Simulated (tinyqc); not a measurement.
# Superjunction drift layer against a plain one, charge balance: several studies

Alternating n and p pillars of equal width wp, doping N and length Lp. When depleted, the lateral field peaks at Ex = q N wp/(2 eps0 eps_r) at the pillar junctions and a uniform vertical field Ey is added; breakdown is taken where Ex^2 + Ey^2 = Ef^2. Only the n pillars conduct, narrowed by the zero-bias depletion. A first-order model: the field peaks at the pillar ends are left out.

Inputs (values chosen for the exercise); values close to those of 4H silicon carbide:
```
symbol,value,unit,meaning
eps_r,10,,relative permittivity of the semiconductor
E16,2.51,MV/cm,critical field at a doping of 1e16 cm^-3
mx,968,cm^2/(V s),mobility at low doping
mi,39,cm^2/(V s),mobility at high doping
Nr,2e17,cm^-3,reference doping of the mobility
BV,3700,V,wanted breakdown voltage
wp,0.8,um,width of each pillar
Ef,2.3,MV/cm,critical field inside the pillars
a,0.79,,lateral peak field as a share of Ef
Vb,2.8,V,built-in voltage of the pillar junctions
dl,-2.9,%,charge imbalance (Nn - Np)/N
```

Constants: q = 1.602176634e-19 C, eps0 = 8.8541878128e-14 F/cm where lengths are in cm. Results are converted to the units shown.

Each table varies one quantity; the others keep the values above.

## Effect of the charge imbalance (Nn - Np)/N

Ec(N) = E16 (N/1e16 cm^-3)^(1/8), mu(N) = mi + (mx - mi)/(1 + (N/Nr)^0.9). Plain drift layer for BV: N solves BV = eps0 eps_r Ec(N)^2/(2 q N), W = 2 BV/Ec, Rsp = W/(q mu N). Ex = a Ef gives N = 2 eps0 eps_r a Ef/(q wp); Ey = Ef sqrt(1 - a^2); Lp = BV/Ey; xd = sqrt(eps0 eps_r Vb/(q N)) on each side; Rsp = 2 Lp/(q mu(N) N (1 - 2 xd/wp)). An imbalance dl leaves the mean net doping |dl| N/2, which tilts the vertical field by s = q |dl| N/(2 eps0 eps_r): BV(dl) = Ey Lp - s Lp^2/2, or Ey^2/(2 s) if the field reaches zero inside the pillar.

The same in every row: N (cm^-3) = 2.5103e17; Lp (um) = 26.238; Rsp, pillars (mohm cm^2) = 0.35588; Rsp, plain (mohm cm^2) = 6.0445.

Results:

| dl (%) | BV(dl) (V) |
|---|---|
| 0 | 3700.0 |
| 1 | 2918.2 |
| 2 | 2136.3 |
| 6 | 729.59 |
| 9 | 486.40 |
| 13 | 336.74 |
| 20 | 218.88 |

Estimate the missing row, dl = 4 %.

Computed row:

| dl (%) | BV(dl) (V) |
|---|---|
| 4 | 1094.4 |

With this row back in the table: As dl goes from 0 to 20 %, Rsp of the pillars stays at 0.356 mohm cm^2 and BV with the imbalance falls from 3700 to 219 V. The loss is linear in |dl| while the field reaches through the pillar; it passes 10 % at |dl| = 0.473 %. In every row the aspect ratio passes 30, which is hard to make.

## Effect of the wanted breakdown voltage

Same model as above.

The same in every row: N (cm^-3) = 2.510e17.

Effect of the wanted breakdown voltage:

| BV (V) | Lp (um) | Rsp, pillars (mohm cm^2) | Rsp, plain (mohm cm^2) | BV(dl) (V) |
|---|---|---|---|---|
| 300 | 2.127 | 0.02886 | 0.01679 | 285.1 |
| 490 | 3.475 | 0.04713 | 0.04860 | 450.2 |
| 810 | 5.744 | 0.07791 | 0.1534 | 701.3 |
| 1300 | 9.219 | 0.1250 | 0.4705 | 1020 |
| 2200 | 15.60 | 0.2116 | 1.684 | 1398 |
| 3600 | 25.53 | 0.3463 | 5.649 | 1510 |
| 5900 | 41.84 | 0.5675 | 19.20 | 1510 |
| 9800 | 69.50 | 0.9426 | 67.80 | 1510 |

Read the table: what changes, and by how much?

As BV goes from 300 to 9800 V, Rsp of the pillars rises from 0.0289 to 0.943 mohm cm^2 and BV with the imbalance rises from 285 to 1510 V. Rsp goes as BV^(1.00) for the pillars and BV^(2.38) for the plain layer; the pillars win in 7 of the 8 rows. For BV = 3600 to 9800 V the aspect ratio passes 30, which is hard to make. At BV = 300 V the aspect ratio Lp/wp is under 3, where a pillar model without end effects fails.

## Effect of the lateral peak field as a share of Ef

Same model as above.

The same in every row: Rsp, plain (mohm cm^2) = 6.045.

Effect of the lateral peak field as a share of Ef:

| a | N (cm^-3) | Lp (um) | Rsp, pillars (mohm cm^2) | BV(dl) (V) |
|---|---|---|---|---|
| 0.3 | 9.533e16 | 16.86 | 0.4963 | 3344 |
| 0.39 | 1.239e17 | 17.47 | 0.4056 | 3204 |
| 0.48 | 1.525e17 | 18.34 | 0.3583 | 3027 |
| 0.57 | 1.811e17 | 19.58 | 0.3348 | 2789 |
| 0.66 | 2.097e17 | 21.41 | 0.3288 | 2438 |
| 0.75 | 2.383e17 | 24.32 | 0.3416 | 1851 |
| 0.84 | 2.669e17 | 29.65 | 0.3861 | 1112 |
| 0.93 | 2.955e17 | 43.77 | 0.5339 | 460.9 |

What does the comparison show?

As a goes from 0.3 to 0.93, Rsp of the pillars goes from 0.496 through a minimum of 0.329 (at a = 0.66 among the rows listed) to 0.534 mohm cm^2 and BV with the imbalance falls from 3340 to 461 V. With constant mobility and no depleted edge the minimum of Rsp lies at a = 0.707; a smaller a gives up a little resistance for tolerance. For a = 0.75 to 0.93 the aspect ratio passes 30, which is hard to make.

Numbers from tinyqc (`OMP_NUM_THREADS=1 python tinyqc.py 2590140 2590141 out.jsonl`; about 0.01 s on one thread of a shared Intel Xeon 2.30GHz).
